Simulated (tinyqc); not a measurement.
Inside a calculation. Model: phase-change memory cell, resistance drift and retention.

tinyqc, about 0.01 s, one thread, Intel Xeon 2.30GHz (shared host): `OMP_NUM_THREADS=1 python tinyqc.py 2880143 2880144 out.jsonl` Printed values are rounded.

The amorphous state follows Ra = R0 (t/t0)^nu exp[(q Ec/kB)(1/T - 1/(300 K))], with nu taken as independent of T. An intermediate level follows the logarithmic mixing rule ln R = (1 - fa) ln Rc + fa ln Ra with constant Rc. The time to lose the data by crystallisation is tr = tx exp[(q Ex/kB)(1/T - 1/Tx)]; 1 year = 3.15576e7 s. These are empirical laws.

Inputs (values chosen for the exercise); values of the order found in chalcogenide phase-change cells:
- R0 = 2.2 Mohm (resistance of the amorphous state at t0 and 300 K)
- t0 = 0.1 s (reference time)
- nu = 0.098 (drift exponent)
- Ec = 0.28 eV (activation energy of conduction)
- Ex = 2.7 eV (activation energy of crystallisation)
- Tx = 473 K (temperature of a bake)
- tx = 8600 s (time to crystallise in that bake)
- T = 300 K (operating temperature)
- t = 3600 s (time of the read)
- fa = 0.59 (amorphous share of an intermediate level)
- Rc = 31 kohm (resistance of the crystalline state)

Constants: q = 1.602176634e-19 C, kB = 1.380649e-23 J/K. Results are converted to the units shown.

## Resistances at the read

Ra and the intermediate level as above; its effective drift exponent is fa nu.

drift factor = 2.795874
temperature factor = 1
Ra = 6.150924 Mohm
intermediate level = 0.7029640 Mohm
effective exponent = 0.05782

Against R0 the resistance has risen by a factor of 2.80.

## Retention

tr at T; the ten-year temperature solves tr = 10 years: 1/T10 = 1/Tx + (kB/(q Ex)) ln(10 years/tx).

tr = 1.059518e13 years
T10 = 408.2274 K
loss of tr per kelvin, q Ex/(kB T^2) = 34.81355 %/K

T lies 108 K below T10, so ten years are met.
